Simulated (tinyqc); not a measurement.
Worked calculation: RHF in the 3-21g basis, for H3+, spin multiplicity 1. One step of it, computed by the program tinyqc.

Question. Iteration 3: building the Fock matrix. J_ij = sum D_kl (ij|kl), K_ij = sum D_kl (ik|jl); F = H + J - 0.5 K; E = tr D H + tr D J / 2 - 0.25 tr D K + E_nn.

D after iteration 2:
```
,1H 1s,1H 2s,2H 1s,2H 2s,3H 1s,3H 2s
1H 1s,0.079655,0.114215,0.079630,0.114191,0.079638,0.114198
1H 2s,0.114215,0.163769,0.114179,0.163734,0.114190,0.163745
2H 1s,0.079630,0.114179,0.079604,0.114154,0.079612,0.114162
2H 2s,0.114191,0.163734,0.114154,0.163699,0.114165,0.163710
3H 1s,0.079638,0.114190,0.079612,0.114165,0.079620,0.114173
3H 2s,0.114198,0.163745,0.114162,0.163710,0.114173,0.163721
```

core Hamiltonian H = T + V (hartree):
```
,1H 1s,1H 2s,2H 1s,2H 2s,3H 1s,3H 2s
1H 1s,-0.917398,-0.971213,-0.138765,-0.402166,-0.138839,-0.402250
1H 2s,-0.971213,-1.137905,-0.402143,-0.710839,-0.402234,-0.710933
2H 1s,-0.138765,-0.402143,-0.917267,-0.971129,-0.138601,-0.401956
2H 2s,-0.402166,-0.710839,-0.971129,-1.137793,-0.401963,-0.710630
3H 1s,-0.138839,-0.402234,-0.138601,-0.401963,-0.917308,-0.971155
3H 2s,-0.402250,-0.710933,-0.401956,-0.710630,-0.971155,-1.137828
```

Two-electron integrals (ij|kl) in chemists' order, unique and non-zero (hartree):
```
i,j,k,l,(ij|kl)
1,1,1,1,1.140145
2,1,1,1,0.611403
2,1,2,1,0.345152
2,2,1,1,0.626370
2,2,2,1,0.380329
2,2,2,2,0.482957
3,1,1,1,0.029930
3,1,2,1,0.018162
3,1,2,2,0.022553
3,1,3,1,0.001897
3,2,1,1,0.097465
3,2,2,1,0.062080
3,2,2,2,0.088273
3,2,3,1,0.007270
3,2,3,2,0.038853
3,3,1,1,0.372778
3,3,2,1,0.240348
3,3,2,2,0.359644
3,3,3,1,0.029930
3,3,3,2,0.195388
3,3,3,3,1.140145
4,1,1,1,0.195388
4,1,2,1,0.111643
4,1,2,2,0.125562
4,1,3,1,0.007270
4,1,3,2,0.025136
4,1,3,3,0.097465
4,1,4,1,0.038853
4,2,1,1,0.273005
4,2,2,1,0.168890
4,2,2,2,0.225033
4,2,3,1,0.013782
4,2,3,2,0.061932
4,2,3,3,0.273005
4,2,4,1,0.061932
4,2,4,2,0.129370
4,3,1,1,0.240348
4,3,2,1,0.154576
4,3,2,2,0.229274
4,3,3,1,0.018162
4,3,3,2,0.111643
4,3,3,3,0.611403
4,3,4,1,0.062080
4,3,4,2,0.168890
4,3,4,3,0.345152
4,4,1,1,0.359644
4,4,2,1,0.229274
4,4,2,2,0.333928
4,4,3,1,0.022553
4,4,3,2,0.125562
4,4,3,3,0.626370
4,4,4,1,0.088273
4,4,4,2,0.225033
4,4,4,3,0.380329
4,4,4,4,0.482957
5,1,1,1,0.029952
5,1,2,1,0.018175
5,1,2,2,0.022569
5,1,3,1,0.001267
5,1,3,2,0.004717
5,1,3,3,0.018508
5,1,4,1,0.006521
5,1,4,2,0.011669
5,1,4,3,0.011877
5,1,4,4,0.017227
5,1,5,1,0.001899
5,2,1,1,0.097498
5,2,2,1,0.062100
5,2,2,2,0.088300
5,2,3,1,0.004715
5,2,3,2,0.020906
5,2,3,3,0.087401
5,2,4,1,0.022554
5,2,4,2,0.049328
5,2,4,3,0.056039
5,2,4,4,0.081834
5,2,5,1,0.007277
5,2,5,2,0.038872
5,3,1,1,0.018475
5,3,2,1,0.011856
5,3,2,2,0.017195
5,3,3,1,0.001265
5,3,3,2,0.006507
5,3,3,3,0.029881
5,3,4,1,0.004708
5,3,4,2,0.011645
5,3,4,3,0.018133
5,3,4,4,0.022519
5,3,5,1,0.001265
5,3,5,2,0.006508
5,3,5,3,0.001891
5,4,1,1,0.087368
5,4,2,1,0.056017
5,4,2,2,0.081795
5,4,3,1,0.004712
5,4,3,2,0.022533
5,4,3,3,0.097392
5,4,4,1,0.020896
5,4,4,2,0.049292
5,4,4,3,0.062034
5,4,4,4,0.088213
5,4,5,1,0.006518
5,4,5,2,0.037455
5,4,5,3,0.007255
5,4,5,4,0.038812
5,5,1,1,0.372818
5,5,2,1,0.240373
5,5,2,2,0.359676
5,5,3,1,0.018498
5,5,3,2,0.087384
5,5,3,3,0.372687
5,5,4,1,0.087407
5,5,4,2,0.207553
5,5,4,3,0.240290
5,5,4,4,0.359573
5,5,5,1,0.029952
5,5,5,2,0.195436
5,5,5,3,0.029881
5,5,5,4,0.195279
5,5,5,5,1.140145
6,1,1,1,0.195436
6,1,2,1,0.111671
6,1,2,2,0.125593
6,1,3,1,0.006518
6,1,3,2,0.022552
6,1,3,3,0.087417
6,1,4,1,0.037474
6,1,4,2,0.058785
6,1,4,3,0.056049
6,1,4,4,0.081845
6,1,5,1,0.007277
6,1,5,2,0.025150
6,1,5,3,0.004709
6,1,5,4,0.022544
6,1,5,5,0.097498
6,1,6,1,0.038872
6,2,1,1,0.273053
6,2,2,1,0.168920
6,2,2,2,0.225070
6,2,3,1,0.011663
6,2,3,2,0.049321
6,2,3,3,0.207567
6,2,4,1,0.058781
6,2,4,2,0.116479
6,2,4,3,0.131441
6,2,4,4,0.187257
6,2,5,1,0.013793
6,2,5,2,0.061957
6,2,5,3,0.011647
6,2,5,4,0.058753
6,2,5,5,0.273053
6,2,6,1,0.061957
6,2,6,2,0.129407
6,3,1,1,0.087361
6,3,2,1,0.056012
6,3,2,2,0.081790
6,3,3,1,0.006513
6,3,3,2,0.037446
6,3,3,3,0.195279
6,3,4,1,0.022538
6,3,4,2,0.058744
6,3,4,3,0.111582
6,3,4,4,0.125495
6,3,5,1,0.004715
6,3,5,2,0.022537
6,3,5,3,0.007255
6,3,5,4,0.025106
6,3,5,5,0.097392
6,3,6,1,0.020899
6,3,6,2,0.049296
6,3,6,3,0.038812
6,4,1,1,0.207522
6,4,2,1,0.131411
6,4,2,2,0.187204
6,4,3,1,0.011659
6,4,3,2,0.058752
6,4,3,3,0.272896
6,4,4,1,0.049308
6,4,4,2,0.116434
6,4,4,3,0.168824
6,4,4,4,0.224950
6,4,5,1,0.011666
6,4,5,2,0.058765
6,4,5,3,0.013758
6,4,5,4,0.061878
6,4,5,5,0.272896
6,4,6,1,0.049319
6,4,6,2,0.116448
6,4,6,3,0.061878
6,4,6,4,0.129287
6,5,1,1,0.240373
6,5,2,1,0.154592
6,5,2,2,0.229293
6,5,3,1,0.011871
6,5,3,2,0.056028
6,5,3,3,0.240290
6,5,4,1,0.056042
6,5,4,2,0.131432
6,5,4,3,0.154540
6,5,4,4,0.229232
6,5,5,1,0.018175
6,5,5,2,0.111671
6,5,5,3,0.018133
6,5,5,4,0.111582
6,5,5,5,0.611403
6,5,6,1,0.062100
6,5,6,2,0.168920
6,5,6,3,0.062034
6,5,6,4,0.168824
6,5,6,5,0.345152
6,6,1,1,0.359676
6,6,2,1,0.229293
6,6,2,2,0.333950
6,6,3,1,0.017217
6,6,3,2,0.081817
6,6,3,3,0.359573
6,6,4,1,0.081833
6,6,4,2,0.187241
6,6,4,3,0.229232
6,6,4,4,0.333878
6,6,5,1,0.022569
6,6,5,2,0.125593
6,6,5,3,0.022519
6,6,5,4,0.125495
6,6,5,5,0.626370
6,6,6,1,0.088300
6,6,6,2,0.225070
6,6,6,3,0.088213
6,6,6,4,0.224950
6,6,6,5,0.380329
6,6,6,6,0.482957
```

nuclear repulsion = 1.11871783 hartree

Give: Coulomb J; exchange K; Fock matrix F; total energy of this density.

Answer.

Coulomb J (hartree):
```
,1H 1s,1H 2s,2H 1s,2H 2s,3H 1s,3H 2s
1H 1s,1.0529,0.6400,0.0488,0.2280,0.0488,0.2281
1H 2s,0.6400,0.8408,0.2280,0.4737,0.2281,0.4738
2H 1s,0.0488,0.2280,1.0526,0.6399,0.0487,0.2279
2H 2s,0.2280,0.4737,0.6399,0.8407,0.2279,0.4735
3H 1s,0.0488,0.2281,0.0487,0.2279,1.0527,0.6399
3H 2s,0.2281,0.4738,0.2279,0.4735,0.6399,0.8407
```

exchange K (hartree):
```
,1H 1s,1H 2s,2H 1s,2H 2s,3H 1s,3H 2s
1H 1s,0.4990,0.5021,0.2260,0.3665,0.2261,0.3666
1H 2s,0.5021,0.6189,0.3665,0.5362,0.3665,0.5362
2H 1s,0.2260,0.3665,0.4987,0.5019,0.2259,0.3664
2H 2s,0.3665,0.5362,0.5019,0.6187,0.3664,0.5361
3H 1s,0.2261,0.3665,0.2259,0.3664,0.4988,0.5020
3H 2s,0.3666,0.5362,0.3664,0.5361,0.5020,0.6188
```

Fock matrix F (hartree):
```
,1H 1s,1H 2s,2H 1s,2H 2s,3H 1s,3H 2s
1H 1s,-0.1140,-0.5822,-0.2030,-0.3574,-0.2031,-0.3575
1H 2s,-0.5822,-0.6066,-0.3574,-0.5052,-0.3574,-0.5053
2H 1s,-0.2030,-0.3574,-0.1140,-0.5822,-0.2029,-0.3573
2H 2s,-0.3574,-0.5052,-0.5822,-0.6064,-0.3573,-0.5051
3H 1s,-0.2031,-0.3574,-0.2029,-0.3573,-0.1140,-0.5822
3H 2s,-0.3575,-0.5053,-0.3573,-0.5051,-0.5822,-0.6065
```

total energy of this density = -1.164204 hartree
